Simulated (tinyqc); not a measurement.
Worked calculation: ROHF in the sto-6g basis, for H4, spin multiplicity 3. This run ends on a higher stationary point, not on the lowest solution. Computed by tinyqc, a small Python program that keeps every step (integrals from PySCF). Settings: charge = 0, multiplicity = 3, basis = sto-6g, energy threshold = 1e-10, iteration cap = 90, orthogonalisation = symmetric, start = core, DIIS depth = 0, method = ROHF. Command: `OMP_NUM_THREADS=1 python tinyqc.py 29469 29470 out.jsonl` (the two numbers bound the seeds that draw the settings). One thread of a shared host (Intel(R) Xeon(R) Processor @ 2.60GHz), about 0.1 s of CPU time with the checks. Later iterations appear only in the table of the cycle.

## One-electron integrals

Geometry (angstrom):
```
atom         x         y         z
H     0.000000  0.000000  0.000000
H     0.000000  0.000000  1.547000
H     0.000000  0.000000  3.662000
H     0.000000  0.000000  5.210000
```

Basis sto-6g: exponents (1/bohr^2) and contraction coefficients of normalised primitives:
```
element  l (shell)   exponent  coefficient
H            s (1)  35.523221     0.009164
H            s (1)   6.513144     0.049361
H            s (1)   1.822143     0.168538
H            s (1)   0.625955     0.370563
H            s (1)   0.243077     0.416492
H            s (1)   0.100112     0.130334
```

Overlap, kinetic and nuclear-attraction integrals over the contracted functions; the nuclear repulsion is the sum of Za Zb / Rab.

nuclear repulsion = 1.32465447 hartree

overlap S, lower triangle:
```
          1H 1s     2H 1s     3H 1s     4H 1s
1H 1s  1.000000
2H 1s  0.239981  1.000000
3H 1s  0.006316  0.099569  1.000000
4H 1s  0.000246  0.006304  0.239632  1.000000
```

kinetic energy T (hartree), lower triangle:
```
           1H 1s      2H 1s     3H 1s     4H 1s
1H 1s   0.768522
2H 1s   0.005046   0.768522
3H 1s  -0.002174  -0.012121  0.768522
4H 1s  -0.000139  -0.002171  0.004966  0.768522
```

nuclear attraction V (hartree), lower triangle:
```
           1H 1s      2H 1s      3H 1s      4H 1s
1H 1s  -1.826579
2H 1s  -0.379091  -1.975098
3H 1s  -0.008709  -0.145829  -1.974922
4H 1s  -0.000320  -0.008691  -0.378420  -1.826324
```

core Hamiltonian H = T + V (hartree), lower triangle:
```
           1H 1s      2H 1s      3H 1s      4H 1s
1H 1s  -1.058057
2H 1s  -0.374046  -1.206576
3H 1s  -0.010884  -0.157951  -1.206400
4H 1s  -0.000459  -0.010862  -0.373454  -1.057802
```

## Two-electron integrals

Functions are numbered as in S; the eight-fold symmetry (ij|kl) = (ji|kl) = (kl|ij) leaves the list below.

Two-electron integrals (ij|kl) in chemists' order, unique and non-zero (hartree):
```
(11|11) 0.774999   (21|11) 0.126765   (21|21) 0.032303   (22|11) 0.336290
(22|21) 0.126765   (22|22) 0.774999   (31|11) 0.002004   (31|21) 0.000592
(31|22) 0.002923   (31|31) 0.000015   (32|11) 0.020899   (32|21) 0.007241
(32|22) 0.044902   (32|31) 0.000251   (32|32) 0.004918   (33|11) 0.144504
(33|21) 0.044597   (33|22) 0.249625   (33|31) 0.002004   (33|32) 0.044902
(33|33) 0.774999   (41|11) 0.000055   (41|21) 0.000018   (41|22) 0.000094
(41|31) 5.35e-07   (41|32) 0.000010   (41|33) 0.000094   (41|41) 2.07e-08
(42|11) 0.001047   (42|21) 0.000341   (42|22) 0.002000   (42|31) 0.000013
(42|32) 0.000251   (42|33) 0.002917   (42|41) 5.34e-07   (42|42) 0.000015
(43|11) 0.028762   (43|21) 0.008464   (43|22) 0.044525   (43|31) 0.000341
(43|32) 0.007229   (43|33) 0.126544   (43|41) 0.000017   (43|42) 0.000590
(43|43) 0.032202   (44|11) 0.101570   (44|21) 0.028801   (44|22) 0.144465
(44|31) 0.001048   (44|32) 0.020890   (44|33) 0.336093   (44|41) 0.000055
(44|42) 0.002000   (44|43) 0.126544   (44|44) 0.774999
```

## Orthogonalisation

S = U s U^T; symmetric (Loewdin) form X = U s^(-1/2) U^T, so that X^T S X = 1.

eigenvalues of S: 0.711373  0.798831  1.188812  1.300985

X, lower triangle:
```
           1H 1s      2H 1s      3H 1s     4H 1s
1H 1s   1.022637
2H 1s  -0.125085   1.026617
3H 1s   0.006320  -0.052740   1.026549
4H 1s  -0.000867   0.006312  -0.124889  1.022568
```

## Starting guess

The start is the orbitals of the core Hamiltonian; D(s) = C_occ C_occ^T for each spin.

D(alpha) at the start, lower triangle:
```
           1H 1s      2H 1s     3H 1s     4H 1s
1H 1s   0.625566
2H 1s   0.065805   0.833851
3H 1s  -0.302660   0.128581  0.833896
4H 1s   0.432621  -0.302896  0.066115  0.625241
```

D(beta) at the start, lower triangle:
```
          1H 1s     2H 1s     3H 1s     4H 1s
1H 1s  0.045408
2H 1s  0.127600  0.358563
3H 1s  0.127023  0.356943  0.355330
4H 1s  0.045068  0.126643  0.126071  0.044730
```

## Iteration 1: building the Fock matrix

J_ij = sum D_kl (ij|kl) with D = D(alpha) + D(beta), K_ij = sum D_kl (ik|jl) for each spin; F = H + J - K(s); E = tr D H + tr D J / 2 - 0.5 sum_s tr D(s) K(s) + E_nn.

Coulomb J (hartree), lower triangle:
```
          1H 1s     2H 1s     3H 1s     4H 1s
1H 1s  1.240261
2H 1s  0.331012  1.651517
3H 1s  0.008510  0.145146  1.649284
4H 1s  0.000320  0.008488  0.330021  1.238374
```

exchange K(alpha) (hartree), lower triangle:
```
           1H 1s      2H 1s     3H 1s     4H 1s
1H 1s   0.527422
2H 1s   0.204601   0.693515
3H 1s  -0.017680   0.086224  0.693528
4H 1s   0.028380  -0.017704  0.204333  0.527137
```

exchange K(beta) (hartree), lower triangle:
```
          1H 1s     2H 1s     3H 1s     4H 1s
1H 1s  0.080071
2H 1s  0.104795  0.347946
3H 1s  0.042933  0.137291  0.344981
4H 1s  0.015423  0.042794  0.103594  0.078958
```

F(alpha) (hartree), lower triangle:
```
           1H 1s      2H 1s      3H 1s      4H 1s
1H 1s  -0.345217
2H 1s  -0.247634  -0.248575
3H 1s   0.015306  -0.099028  -0.250643
4H 1s  -0.028519   0.015330  -0.247766  -0.346565
```

F(beta) (hartree), lower triangle:
```
           1H 1s      2H 1s      3H 1s     4H 1s
1H 1s   0.102133
2H 1s  -0.147828   0.096995
3H 1s  -0.045306  -0.150096   0.097904
4H 1s  -0.015562  -0.045168  -0.147027  0.101614
```

total energy of this density = -1.59382816 hartree

## Iteration 1: Roothaan effective Fock matrix

With projectors Pc = D(beta) S, Po = (D(alpha) - D(beta)) S, Pv = 1 - D(alpha) S, the block xy is Px^T F Py; with Fc = (F(alpha) + F(beta))/2, the blocks are Fc for cc, oo, vv and cv, F(beta) for co and F(alpha) for ov.

effective F (hartree), lower triangle:
```
           1H 1s      2H 1s      3H 1s      4H 1s
1H 1s  -0.119194
2H 1s  -0.193710  -0.077815
3H 1s  -0.005718  -0.134752  -0.077577
4H 1s  -0.007554  -0.005543  -0.192824  -0.120113
```

## Iteration 1: diagonalisation and new density

Diagonalise F' = X^T F X, C = X C', fill 3 alpha and 1 beta electrons from the bottom; D(s) = C_occ C_occ^T. Each column has its largest component positive (the first on a tie).

F' = X^T F X (hartree), lower triangle:
```
           1          2          3          4
1  -0.076161
2  -0.182639  -0.019763
3   0.021347  -0.137508  -0.019819
4  -0.010774   0.021452  -0.181620  -0.077404
```

orbital energies (hartree): MO1 -0.286898, MO2 -0.197447, MO3 0.042040, MO4 0.249157

coefficients C:
```
            MO1        MO2        MO3        MO4
1H 1s  0.389097  -0.555480   0.614569  -0.473098
2H 1s  0.484309  -0.336038  -0.494359   0.693212
3H 1s  0.482472   0.336032  -0.500744  -0.689768
4H 1s  0.387224   0.559683   0.615606   0.468108
```

D(alpha) after iteration 1, lower triangle:
```
           1H 1s      2H 1s     3H 1s     4H 1s
1H 1s   0.837651
2H 1s   0.071288   0.591868
3H 1s  -0.306673   0.368294  0.596441
4H 1s   0.218108  -0.304869  0.066634  0.842158
```

D(beta) after iteration 1, lower triangle:
```
          1H 1s     2H 1s     3H 1s     4H 1s
1H 1s  0.151397
2H 1s  0.188444  0.234556
3H 1s  0.187729  0.233666  0.232779
4H 1s  0.150668  0.187536  0.186825  0.149942
```

## Iteration 2: building the Fock matrix

As before.

Coulomb J (hartree), lower triangle:
```
          1H 1s     2H 1s     3H 1s     4H 1s
1H 1s  1.369930
2H 1s  0.325272  1.464785
3H 1s  0.007876  0.128972  1.465579
4H 1s  0.000294  0.007863  0.324937  1.370998
```

exchange K(alpha) (hartree), lower triangle:
```
           1H 1s      2H 1s     3H 1s     4H 1s
1H 1s   0.685600
2H 1s   0.204893   0.534370
3H 1s  -0.015377   0.123941  0.536770
4H 1s   0.008319  -0.015217  0.204024  0.687980
```

exchange K(beta) (hartree), lower triangle:
```
          1H 1s     2H 1s     3H 1s     4H 1s
1H 1s  0.173741
2H 1s  0.125098  0.260243
3H 1s  0.050135  0.102545  0.258316
4H 1s  0.028661  0.050037  0.123942  0.172037
```

F(alpha) (hartree), lower triangle:
```
           1H 1s      2H 1s      3H 1s      4H 1s
1H 1s  -0.373727
2H 1s  -0.253666  -0.276162
3H 1s   0.012370  -0.152920  -0.277590
4H 1s  -0.008483   0.012217  -0.252541  -0.374784
```

F(beta) (hartree), lower triangle:
```
           1H 1s      2H 1s      3H 1s     4H 1s
1H 1s   0.138132
2H 1s  -0.173871  -0.002035
3H 1s  -0.053142  -0.131523   0.000864
4H 1s  -0.028825  -0.053037  -0.172458  0.141159
```

total energy of this density = -1.68507603 hartree

## Iteration 2: Roothaan effective Fock matrix

As before.

effective F (hartree), lower triangle:
```
           1H 1s      2H 1s      3H 1s      4H 1s
1H 1s  -0.113049
2H 1s  -0.200121  -0.141531
3H 1s  -0.024462  -0.187178  -0.140811
4H 1s   0.024052  -0.024418  -0.197377  -0.111466
```

## Iteration 2: diagonalisation and new density

As before.

F' = X^T F X (hartree), lower triangle:
```
           1          2          3          4
1  -0.069314
2  -0.181475  -0.080210
3   0.003655  -0.180852  -0.080190
4   0.026279   0.003527  -0.178861  -0.068408
```

orbital energies (hartree): MO1 -0.359465, MO2 -0.205440, MO3 0.055809, MO4 0.210973

coefficients C:
```
            MO1        MO2        MO3        MO4
1H 1s  0.283863  -0.571115   0.667738  -0.456998
2H 1s  0.563501  -0.307132  -0.403963   0.705238
3H 1s  0.557785   0.319267  -0.413006  -0.698993
4H 1s  0.272893   0.574220   0.676124   0.447147
```

D(alpha) after iteration 2, lower triangle:
```
           1H 1s      2H 1s     3H 1s     4H 1s
1H 1s   0.852625
2H 1s   0.065623   0.575050
3H 1s  -0.299783   0.383095  0.583630
4H 1s   0.200992  -0.295716  0.056301  0.861343
```

D(beta) after iteration 2, lower triangle:
```
          1H 1s     2H 1s     3H 1s     4H 1s
1H 1s  0.080578
2H 1s  0.159957  0.317533
3H 1s  0.158335  0.314312  0.311124
4H 1s  0.077464  0.153775  0.152215  0.074470
```

## Convergence

Stop when the energy changes by less than 1e-10 hartree and every element of the error matrix X^T (F D S - S D F) X is below 3e-06.

Course of the cycle:
```
iteration  E (hartree)     change  largest element of the error matrix
1          -1.59382816          -                             1.27e-01
2          -1.68507603  -9.12e-02                             4.23e-02
3          -1.70358642  -1.85e-02                             3.47e-02
4          -1.71268072  -9.09e-03                             2.09e-02
5          -1.71569600  -3.02e-03                             8.47e-03
6          -1.71620647  -5.10e-04                             3.55e-03
7          -1.71627801  -7.15e-05                             1.67e-03
8          -1.71629804  -2.00e-05                             9.29e-04
9          -1.71630592  -7.88e-06                             5.27e-04
10         -1.71630880  -2.89e-06                             4.80e-04
11         -1.71630924  -4.42e-07                             6.41e-04
12         -1.71630812   1.13e-06                             8.16e-04
13         -1.71630545   2.67e-06                             1.06e-03
14         -1.71630064   4.81e-06                             1.37e-03
...                ...        ...                                  ...
77         -1.41115086   8.60e-05                             6.84e-02
78         -1.41123684  -8.60e-05                             6.84e-02
79         -1.41115086   8.60e-05                             6.84e-02
80         -1.41123684  -8.60e-05                             6.84e-02
81         -1.41115086   8.60e-05                             6.84e-02
82         -1.41123684  -8.60e-05                             6.84e-02
83         -1.41115086   8.60e-05                             6.84e-02
84         -1.41123684  -8.60e-05                             6.84e-02
85         -1.41115086   8.60e-05                             6.84e-02
86         -1.41123684  -8.60e-05                             6.84e-02
87         -1.41115086   8.60e-05                             6.84e-02
88         -1.41123684  -8.60e-05                             6.84e-02
89         -1.41115086   8.60e-05                             6.84e-02
90         -1.41123684  -8.60e-05                             6.84e-02
```

PySCF ROHF in the same basis = -1.71631292 hartree

Not converged within the cap of 90 iterations: the residual has stopped falling: the iteration swings between two states. Reruns (cap 100 unless said): DIIS 8: converged in 16; atomic densities as start, DIIS 8: converged in 13 to a higher stationary point; the original settings with a cap of 400: not converged.
